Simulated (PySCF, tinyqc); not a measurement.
Inside a calculation. Method: RHF in the sto-3g basis, for H3+, spin multiplicity 1. The lowest restricted solution is unstable here: a spin-polarised one lies 0.0089 hartree lower (PySCF). Computed by tinyqc, a small Python program that keeps every step (integrals from PySCF). Settings: charge = 1, multiplicity = 1, basis = sto-3g, energy threshold = 1e-08, iteration cap = 71, orthogonalisation = canonical, start = core, DIIS depth = 8, damping = 0.2, method = RHF. Command: `OMP_NUM_THREADS=1 python tinyqc.py 24623 24624 out.jsonl` (the two numbers bound the seeds that draw the settings). One thread of a shared host (Intel(R) Xeon(R) Processor @ 2.60GHz), about 0.05 s of CPU time with the checks. Later iterations appear only in the table of the cycle.

## One-electron integrals

Geometry (angstrom):

| atom | x | y | z |
|---|---|---|---|
| H | 0.00000 | 0.00000 | 0.00000 |
| H | 0.00000 | 0.00000 | 1.21600 |
| H | 0.00000 | 0.00000 | -1.21600 |

Basis sto-3g: exponents (1/bohr^2) and contraction coefficients of normalised primitives:

| element | l (shell) | exponent | coefficient |
|---|---|---|---|
| H | s (1) | 3.42525 | 0.15433 |
| H | s (1) | 0.62391 | 0.53533 |
| H | s (1) | 0.16886 | 0.44463 |

Overlap, kinetic and nuclear-attraction integrals over the contracted functions; the nuclear repulsion is the sum of Za Zb / Rab.

nuclear repulsion = 1.0879466 hartree

overlap S, lower triangle:
```
         1H 1s    2H 1s    3H 1s
1H 1s  1.00000
2H 1s  0.37905  1.00000
3H 1s  0.37905  0.05619  1.00000
```

kinetic energy T (hartree), lower triangle:
```
         1H 1s     2H 1s    3H 1s
1H 1s  0.76003
2H 1s  0.04939   0.76003
3H 1s  0.04939  -0.01103  0.76003
```

nuclear attraction V (hartree), lower triangle:
```
          1H 1s     2H 1s     3H 1s
1H 1s  -2.08559
2H 1s  -0.66244  -1.87368
3H 1s  -0.66244  -0.09081  -1.87368
```

core Hamiltonian H = T + V (hartree), lower triangle:
```
          1H 1s     2H 1s     3H 1s
1H 1s  -1.32555
2H 1s  -0.61305  -1.11365
3H 1s  -0.61305  -0.10183  -1.11365
```

## Two-electron integrals

Functions are numbered as in S; the eight-fold symmetry (ij|kl) = (ji|kl) = (kl|ij) leaves the list below.

Two-electron integrals (ij|kl) in chemists' order, unique and non-zero (hartree):
```
(11|11) 0.77461   (21|11) 0.22100   (21|21) 0.08718   (22|11) 0.41349
(22|21) 0.22100   (22|22) 0.77461   (31|11) 0.22100   (31|21) 0.05929
(31|22) 0.11108   (31|31) 0.08718   (32|11) 0.03174   (32|21) 0.01055
(32|22) 0.02352   (32|31) 0.01055   (32|32) 0.00153   (33|11) 0.41349
(33|21) 0.11108   (33|22) 0.21745   (33|31) 0.22100   (33|32) 0.02352
(33|33) 0.77461
```

## Orthogonalisation

S = U s U^T; canonical form X = U s^(-1/2), so that X^T S X = 1. Each column of U has its largest component positive (the first on a tie).

eigenvalues of S: 0.49131  0.94381  1.56489

X:
```
              1         2        3
1H 1s   1.03487   0.00000  0.55026
2H 1s  -0.69441   0.72785  0.41002
3H 1s  -0.69441  -0.72785  0.41002
```

## Starting guess

The start is the orbitals of the core Hamiltonian; D = 2 C_occ C_occ^T.

D at the start, lower triangle:
```
         1H 1s    2H 1s    3H 1s
1H 1s  1.11662
2H 1s  0.39145  0.13723
3H 1s  0.39145  0.13723  0.13723
```

## Iteration 1: building the Fock matrix

J_ij = sum D_kl (ij|kl), K_ij = sum D_kl (ik|jl); F = H + J - 0.5 K; E = tr D H + tr D J / 2 - 0.25 tr D K + E_nn.

Coulomb J (hartree), lower triangle:
```
         1H 1s    2H 1s    3H 1s
1H 1s  1.33318
2H 1s  0.40991  0.86429
3H 1s  0.40991  0.05884  0.86429
```

exchange K (hartree), lower triangle:
```
         1H 1s    2H 1s    3H 1s
1H 1s  1.25118
2H 1s  0.52686  0.39159
3H 1s  0.52686  0.19793  0.39159
```

Fock matrix F (hartree), lower triangle:
```
          1H 1s     2H 1s     3H 1s
1H 1s  -0.61796
2H 1s  -0.46658  -0.44515
3H 1s  -0.46658  -0.14196  -0.44515
```

total energy of this density = -1.0897368 hartree

This density is the starting one.

## Iteration 1: diagonalisation and new density

Diagonalise F' = X^T F X, C = X C', fill 1 alpha and 1 beta electrons from the bottom; D = 2 C_occ C_occ^T; the new density keeps 0.2 of the old one (damping). Each column has its largest component positive (the first on a tie).

F' = X^T F X (hartree), lower triangle:
```
          1         2         3
1   0.11314
2   0.00000  -0.32124
3  -0.05696   0.00000  -0.80560
```

orbital energies (hartree): MO1 -0.80911, MO2 -0.32124, MO3 0.11666

coefficients C:
```
           MO1       MO2       MO3
1H 1s  0.61301   0.00000   0.99899
2H 1s  0.36644   0.72785  -0.71837
3H 1s  0.36644  -0.72785  -0.71837
```

D after iteration 1, lower triangle:
```
         1H 1s    2H 1s    3H 1s
1H 1s  0.82457
2H 1s  0.43769  0.24229
3H 1s  0.43769  0.24229  0.24229
```

## Iteration 2: building the Fock matrix

As before.

Coulomb J (hartree), lower triangle:
```
         1H 1s    2H 1s    3H 1s
1H 1s  1.24139
2H 1s  0.39602  0.88341
3H 1s  0.39602  0.05678  0.88341
```

exchange K (hartree), lower triangle:
```
         1H 1s    2H 1s    3H 1s
1H 1s  1.09662
2H 1s  0.52679  0.47403
3H 1s  0.52679  0.21981  0.47403
```

Fock matrix F (hartree), lower triangle:
```
          1H 1s     2H 1s     3H 1s
1H 1s  -0.63247
2H 1s  -0.48043  -0.46725
3H 1s  -0.48043  -0.15496  -0.46725
```

total energy of this density = -1.1217899 hartree

This density is a damped mixture and is not idempotent.

## Iteration 2: DIIS over 2 matrices

error matrix X^T (FDS - SDF) X:
```
          1        2        3
1   0.00000  0.00000  0.07551
2   0.00000  0.00000  0.00000
3  -0.07551  0.00000  0.00000
```

B (overlaps of the stored error matrices):
```
               1              2
1  1.3250920e-01  3.8874683e-02
2  3.8874683e-02  1.1404800e-02
```

Minimise |sum c_i e_i|^2 with sum c_i = 1: solve [B -1; -1 0][c; lambda] = [0; -1] with B_ij = tr e_i^T e_j, and take F = sum c_i F_i.

DIIS coefficients: -0.41517  1.41517

extrapolated F (hartree), lower triangle:
```
          1H 1s     2H 1s     3H 1s
1H 1s  -0.63849
2H 1s  -0.48618  -0.47642
3H 1s  -0.48618  -0.16035  -0.47642
```

## Iteration 2: diagonalisation and new density

As before.

F' = X^T F X (hartree), lower triangle:
```
          1         2         3
1   0.09962
2   0.00000  -0.33489
3  -0.04202   0.00000  -0.84620
```

orbital energies (hartree): MO1 -0.84807, MO2 -0.33489, MO3 0.10148

coefficients C:
```
           MO1       MO2       MO3
1H 1s  0.59556   0.00000   1.00948
2H 1s  0.37886   0.72785  -0.71189
3H 1s  0.37886  -0.72785  -0.71189
```

D after iteration 2, lower triangle:
```
         1H 1s    2H 1s    3H 1s
1H 1s  0.73242
2H 1s  0.44855  0.27811
3H 1s  0.44855  0.27811  0.27811
```

## Iteration 3: building the Fock matrix

As before.

Coulomb J (hartree), lower triangle:
```
         1H 1s    2H 1s    3H 1s
1H 1s  1.21152
2H 1s  0.39149  0.88975
3H 1s  0.39149  0.05611  0.88975
```

exchange K (hartree), lower triangle:
```
         1H 1s    2H 1s    3H 1s
1H 1s  1.04534
2H 1s  0.52550  0.50051
3H 1s  0.52550  0.22652  0.50051
```

Fock matrix F (hartree), lower triangle:
```
          1H 1s     2H 1s     3H 1s
1H 1s  -0.63670
2H 1s  -0.48432  -0.47416
3H 1s  -0.48432  -0.15898  -0.47416
```

total energy of this density = -1.1292445 hartree

This density is a damped mixture and is not idempotent.

## Iteration 3: DIIS over 3 matrices

error matrix X^T (FDS - SDF) X:
```
          1        2        3
1   0.00000  0.00000  0.01496
2   0.00000  0.00000  0.00000
3  -0.01496  0.00000  0.00000
```

B (overlaps of the stored error matrices), lower triangle:
```
               1              2              3
1  1.3250920e-01
2  3.8874683e-02  1.1404800e-02
3  7.7019139e-03  2.2595371e-03  4.4766308e-04
```

As before.

DIIS coefficients: -0.18175  0.48062  0.70113

extrapolated F (hartree), lower triangle:
```
          1H 1s     2H 1s     3H 1s
1H 1s  -0.63807
2H 1s  -0.48567  -0.47611
3H 1s  -0.48567  -0.16014  -0.47611
```

## Iteration 3: diagonalisation and new density

As before.

F' = X^T F X (hartree), lower triangle:
```
          1         2         3
1   0.09911
2   0.00000  -0.33478
3  -0.04204   0.00000  -0.84544
```

orbital energies (hartree): MO1 -0.84731, MO2 -0.33478, MO3 0.10098

coefficients C:
```
           MO1       MO2       MO3
1H 1s  0.59564   0.00000   1.00944
2H 1s  0.37880   0.72785  -0.71193
3H 1s  0.37880  -0.72785  -0.71193
```

D after iteration 3, lower triangle:
```
         1H 1s    2H 1s    3H 1s
1H 1s  0.71415
2H 1s  0.45072  0.28521
3H 1s  0.45072  0.28521  0.28521
```

## Iteration 12 (converged): orbitals

converged F (hartree), lower triangle:
```
          1H 1s     2H 1s     3H 1s
1H 1s  -0.63775
2H 1s  -0.48528  -0.47586
3H 1s  -0.48528  -0.15998  -0.47586
```

Diagonalise F' = X^T F X, C = X C', fill 1 alpha and 1 beta electrons from the bottom; D = 2 C_occ C_occ^T. Each column has its largest component positive (the first on a tie).

F' = X^T F X (hartree), lower triangle:
```
          1         2         3
1   0.09873
2   0.00000  -0.33469
3  -0.04206   0.00000  -0.84484
```

orbital energies (hartree): MO1 -0.84672, MO2 -0.33469, MO3 0.10060

coefficients C:
```
           MO1       MO2       MO3
1H 1s  0.59571   0.00000   1.00940
2H 1s  0.37876   0.72785  -0.71195
3H 1s  0.37876  -0.72785  -0.71195
```

D after iteration 12, lower triangle:
```
         1H 1s    2H 1s    3H 1s
1H 1s  0.70974
2H 1s  0.45126  0.28691
3H 1s  0.45126  0.28691  0.28691
```

## Convergence

Stop when the energy changes by less than 1e-08 hartree and every element of the error matrix X^T (F D S - S D F) X is below 3e-05.

Course of the cycle:

| iteration | E (hartree) | change | largest element of the error matrix |
|---|---|---|---|
| 1 | -1.0897368 | - | 2.57e-01 |
| 2 | -1.1217899 | -3.21e-02 | 7.55e-02 |
| 3 | -1.1292445 | -7.45e-03 | 1.50e-02 |
| 4 | -1.1308029 | -1.56e-03 | 2.90e-03 |
| 5 | -1.1311173 | -3.14e-04 | 5.27e-04 |
| 6 | -1.1311802 | -6.30e-05 | 6.72e-05 |
| 7 | -1.1311928 | -1.26e-05 | 1.58e-05 |
| 8 | -1.1311954 | -2.52e-06 | 2.69e-05 |
| 9 | -1.1311959 | -5.04e-07 | 2.53e-05 |
| 10 | -1.1311960 | -1.01e-07 | 5.71e-06 |
| 11 | -1.1311960 | -2.02e-08 | 1.11e-06 |
| 12 | -1.1311960 | -4.05e-09 | 1.86e-07 |

PySCF RHF in the same basis = -1.1311960 hartree

Converged in 12 iterations.

## Populations, bond orders and dipole

Mulliken: Z minus the diagonal of D S on the atom; Loewdin: the same with S^(1/2) D S^(1/2); Mayer order: 2 sum_s sum (D(s) S)_ij (D(s) S)_ji over the two atoms.

Charges (e):

| atom | Mulliken | Loewdin |
|---|---|---|
| 1H | -0.05183 | -0.03654 |
| 2H | 0.52592 | 0.51827 |
| 3H | 0.52592 | 0.51827 |

Mayer bond orders:

| pair | order |
|---|---|
| 2-1 | 0.49866 |
| 3-1 | 0.49866 |
| 3-2 | 0.22476 |

dipole moment about the origin, x y z (debye): 0.00000  0.00000  0.00000
